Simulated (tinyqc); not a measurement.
What each parameter does: dielectric confinement in a thin film (image charges).

A film |z| < t/2 of dielectric constant eps between half-spaces of dielectric constant e2; lam = (eps - e2)/(eps + e2), q = e^2/(4 pi eps0). The self-energy of a band edge is taken with the high-frequency value, e2 = eh, and the field of a fixed ion with the static one, e2 = eo. A charge at z has images lam^|n| at n t + (-1)^n z. Its self-energy is S(z) = (q/2 eps) sum over n >= 1 of lam^n [1/(n t - 2z) + 1/(n t + 2z)] for odd n and 2 lam^n/(n t) for even n; at the centre S(0) = -(q/(eps t)) ln(1 - lam).

Donor at the centre, lam from the static eo, trial function cos(pi z/t) exp(-rho/l): E(l) = c/(m l^2) - (q/eps) times the integral over k of F(k t) (1 + (k l/2)^2)^(-3/2), with F(x) = F0 + 2 lam exp(-x) G/(1 - lam exp(-x)), F0 = 2[(1 - exp(-x/2))/x + x (1 + exp(-x/2))/(x^2 + 4 pi^2)], G = 2 sinh(x/2)[1/x - x/(x^2 + 4 pi^2)]; c = hbar^2/2m0. The binding energy is -E at the minimum, counted from the subband edge with its self-energy.

Constants: e^2/(4 pi eps0) = 14.39964547 eV angstrom; hbar^2/2m0 = 3.80998211 eV angstrom^2; Ry = 13.60569312 eV.

Inputs chosen for the exercise (near those of a Si (100) film, two-fold valleys, in vacuum; the results hold for these values, not for the real material): t = 32 angstrom (film thickness); eps = 11.4 (dielectric constant of the film); eh = 1 (high-frequency dielectric constant outside); eo = 1 (static dielectric constant outside); m = 0.188 m0 (mass in the plane).

<S> is the mean over (2/t) cos^2(pi z/t).

Results for these values:
```
case,lam from eh,<S> (meV),binding (meV),l (angstrom)
base,0.839,79.4,175.2,21.5
```

What happens to each result for m = 0.226 m0, all else kept?

Answer: lam from eh does not change at the printed digits; <S> does not change at the printed digits; binding rises from 175.2 to 183.4; l falls from 21.5 to 19.4.

The same for each parameter in turn:
```
case,lam from eh,<S> (meV),binding (meV),l (angstrom)
base,0.839,79.4,175.2,21.5
t = 26 angstrom,0.839,97.7,204.7,19.8
eps = 10.3,0.823,83.7,191.1,20.4
eo = 1.4,0.839,79.4,152.3,21.8
eh = 1.3,0.795,69.6,175.2,21.5
m = 0.226 m0,0.839,79.4,183.4,19.4
```

(tinyqc, `OMP_NUM_THREADS=1 python tinyqc.py 1251174 1251175 out.jsonl`, Intel(R) Xeon(R) Processor @ 2.30GHz, 1 thread, shared host, about 0.05 s.)
